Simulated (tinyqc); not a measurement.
Deep-level transient spectroscopy: the DLTS spectrum.

Schottky contact on an n-type layer with shallow donors Nd (all ionised) and a donor-like deep trap, neutral when filled and positive when empty; depletion approximation. Traps within lam of the depletion edge stay filled. A long pulse to Vp fills the traps beyond x1 = Wp - lam; back at Vr those between x1 and x2 = Wr - lam emit. A rate window reads S = C(t2) - C(t1).

Emission rate en = sn vth(T) Nc(T) exp(-Et/kB T) = sn g T^2 exp(-Et/kB T), g = vth Nc/(300 K)^2, as vth goes as T^0.5 and Nc as T^1.5 (degeneracy factor 1). lam = sqrt(2 eps0 eps_r (EF - ET)/(q Nd)), EF - ET = Et - (kB T/q) ln(Nc(T)/Nd), Nc(T) = Nc (T/300 K)^1.5. In the steady state at the band bending V, 2 eps0 eps_r V/q = Nd W^2 + Nt (W - lam)^2 (the second term only if W > lam). W(t)^2 = Wr^2 + (Nt/Nd)(x2^2 - x1^2) exp(-en t), C = eps0 eps_r/W; for small Nt, dC/C = -(Nt/2 Nd) G exp(-en t) with G = (x2^2 - x1^2)/Wr^2. For an exponential transient S peaks where en = ew = ln(t2/t1)/(t2 - t1).

Parameters, values chosen for the exercise; material values close to those of germanium: relative permittivity eps_r = 15.9; conduction-band density of states at 300 K Nc = 1.04e19 cm^-3; thermal velocity at 300 K vth = 3.4e7 cm/s; shallow donor density Nd = 6e16 cm^-3; built-in voltage Vbi = 0.45 V; depth of the trap below the conduction edge Et = 0.27 eV; capture cross-section sn = 1.2e-14 cm^2; trap density Nt = 5.1e15 cm^-3; reverse bias Vr = 5.1 V; reverse bias during the filling pulse Vp = 0 V; first sampling time t1 = 1 ms; second sampling time t2 = 5 ms.

Constants: q = 1.602176634e-19 C, kB = 1.380649e-23 J/K, eps0 = 8.8541878128e-14 F/cm where lengths are in cm. Results are converted to the units shown.

Result of one run:
```
T (K)	en (1/s)	S (pF/cm^2)
122	4.927	16.97
```

What becomes of these results when the temperature of the transient T is changed from 122 to 126 K, all else the same?

Result of the changed run:
```
T (K)	en (1/s)	S (pF/cm^2)
126	11.88	40.20
```

The whole series:
```
T (K)	en (1/s)	S (pF/cm^2)
122	4.927	16.97
126	11.88	40.20
131	33.16	106.1
136	86.12	238.8
141	209.5	418.5
145	409.0	494.5
150	899.6	372.0
155	1884	144.7
160	3776	22.00
164	6397	1.606
169	1.195e4	0.006214
174	2.159e4	4.080e-7
```

S goes from 17.0 through a maximum of 494 (at T = 145 K among the rows listed) to 4.08e-7 pF/cm^2; en equals ew = 402 1/s at 144.9 K. Colder, the trap has hardly emitted by t2; warmer, it is empty before t1. Rows above half of the largest S span 141 to 150 K.

tinyqc, about 0.01 s, one thread, Intel Xeon 2.30GHz (shared host): `OMP_NUM_THREADS=1 python tinyqc.py 2050029 2050030 out.jsonl`
